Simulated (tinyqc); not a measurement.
Equal layers of growing thickness: short-period [001] superlattice in sp3s* tight binding.

Planes alternate anion, cation along [001], a/4 apart; at zero in-plane momentum s, pz, s* form one block. All levels of A are shifted so that its Ev (lower root of [[Epa, Vxx], [Vxx, Epc]]) is 0, and those of B so that its Ev is -dEv. A monolayer is an anion plane and the cation plane above it; an anion between unlike cations takes the mean of the two anion levels; each bond takes the couplings of its cation. Block from an anion to the cation above: U with Vss/2 (s,s), Vsapc/2 (s,z), -Vscpa/2 (z,s), Vxx/2 (z,z), Vxapc/2 (s*,z), -Vpaxc/2 (z,s*); to the cation below: the same with the s-z and s*-z signs reversed. The cell of n + m monolayers is closed with the phase exp(2 pi i q). No spin-orbit coupling. In this block 2 (n + m) levels are filled.

For the two lowest empty levels at q = 0: energy, share of the cation weight on A, and Gamma character, the share of the cation amplitudes with Fourier index |j|/(n + m) < 1/4 along the stack (near 1: Gamma-like, near 0: folded from X).

Values chosen for the exercise (A near a published set for GaAs, B for AlAs; shifted at random, so the results belong to these values and not to a real crystal):
- pA = (-8.359, 1.04, -2.649, 3.678, 8.608, 6.731, -6.458, 1.953, 5.092, 4.479, 5.783, 4.844, 4.808) eV (order Esa, Epa, Esc, Epc, Exa, Exc, Vss, Vxx, Vxy, Vsapc, Vscpa, Vxapc, Vpaxc)
- pB = (-7.517, 0.982, -1.163, 3.594, 7.483, 6.715, -6.645, 1.883, 4.284, 5.111, 5.495, 4.516, 4.997) eV (the same for B)
- dEv = 0.55 eV (valence offset: Ev(B) lies this far below Ev(A))
- a = 5.649 angstrom (lattice constant, taken common; strain is left out)

n = m.

Lowest empty levels:

| n = m | layer (angstrom) | E1 (eV) | on A | Gamma | E2 (eV) | on A | Gamma |
|---|---|---|---|---|---|---|---|
| 2 | 5.6 | 1.8757 | 0.42 | 0.05 | 1.9409 | 0.67 | 0.89 |
| 3 | 8.5 | 1.8392 | 0.17 | 0.00 | 1.9073 | 0.74 | 0.94 |
| 4 | 11.3 | 1.7972 | 0.12 | 0.05 | 1.8824 | 0.75 | 0.95 |
| 6 | 16.9 | 1.7611 | 0.07 | 0.05 | 1.8111 | 0.84 | 0.96 |
| 8 | 22.6 | 1.7459 | 0.57 | 0.59 | 1.7558 | 0.46 | 0.51 |
| 10 | 28.2 | 1.7072 | 0.95 | 0.99 | 1.7477 | 0.01 | 0.00 |
| 12 | 33.9 | 1.6764 | 0.97 | 0.99 | 1.7435 | 0.01 | 0.00 |
| 14 | 39.5 | 1.6538 | 0.97 | 1.00 | 1.7396 | 0.00 | 0.00 |
| 18 | 50.8 | 1.6239 | 0.99 | 1.00 | 1.7365 | 0.00 | 0.00 |

At zero in-plane momentum (the in-plane X valleys are left out) the lowest level is X-like for n = 2, 3, 4 and 6 and Gamma-like for the others (a Gamma weight between about 0.35 and 0.65 marks an even mixture, at the crossover). Thin layers push the light Gamma electron up past the heavy X electron, whose share on A runs from 0.07 to 0.42, so for n = 3, 4 and 6 it lies apart from the holes in A (type II); the crossover lies between n = 6 and 8. The crossover moves with dEv and with the electron mass, which this model makes too heavy, so it comes at thinner layers than in the real system. At n = 18 the lowest level lies 0.069 eV above the lowest bulk edge of the two crystals, with 99 % of its cation weight on A.

(tinyqc, `OMP_NUM_THREADS=1 python tinyqc.py 1481621 1481622 out.jsonl`, Intel(R) Xeon(R) Processor @ 2.30GHz, 1 thread, shared host, about 0.2 s.)
